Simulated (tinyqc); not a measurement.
Smearing for a one-band metal on the bcc lattice: one step. Occupations and energies.

With x = (E_k - mu)/sigma: cold (Marzari-Vanderbilt) with y = x + 1/sqrt(2), f = erfc(y)/2 + exp(-y^2)/sqrt(2 pi), s = y exp(-y^2)/sqrt(2 pi). With weights w = points/N^d (d the dimension), mu solves 2 sum w f = ne; E = 2 sum w f E_k, S = 2 sum w s, F = E - sigma S.

Values chosen for the exercise: ne = 1.25 (electrons per cell); sigma = 0.082 eV (width).

Distinct levels:

| E_k (eV) | points |
|---|---|
| -5.660000 | 1 |
| -2.980000 | 12 |
| -0.900000 | 2 |
| -0.300000 | 30 |
| 0.300000 | 6 |
| 3.580000 | 12 |
| 7.460000 | 1 |

Task: Converge mu, then list x, f and s of each level and form the sums.

Give: mu; x, f and s of each level; E; S; F; (E + F)/2.

Result:

mu = -0.2509 eV

x, f and s of each level:

| E_k (eV) | x | f | s |
|---|---|---|---|
| -5.6600 | -65.96 | 1.0000 | 0.0000 |
| -2.9800 | -33.28 | 1.0000 | 0.0000 |
| -0.9000 | -7.92 | 1.0000 | 0.0000 |
| -0.3000 | -0.60 | 0.8333 | 0.0428 |
| 0.3000 | 6.72 | 0.0000 | 0.0000 |
| 3.5800 | 46.72 | 0.0000 | 0.0000 |
| 7.4600 | 94.04 | 0.0000 | 0.0000 |

E = -1.5850 eV
S = 0.0401
F = -1.5883 eV
(E + F)/2 = -1.5866 eV

Levels with f between 0.001 and 0.999: 1. For this scheme F itself has no term in sigma^2, so F is the estimate of the energy at zero width. That argument needs a smooth density of states, and the number of distinct levels within 2 sigma of mu is only 1, so it may fail on this mesh.

Run: tinyqc, `OMP_NUM_THREADS=1 python tinyqc.py 1651679 1651680 out.jsonl`; Intel(R) Xeon(R) Processor @ 2.30GHz, one thread, shared host; about 0.3 s of CPU time with all checks.
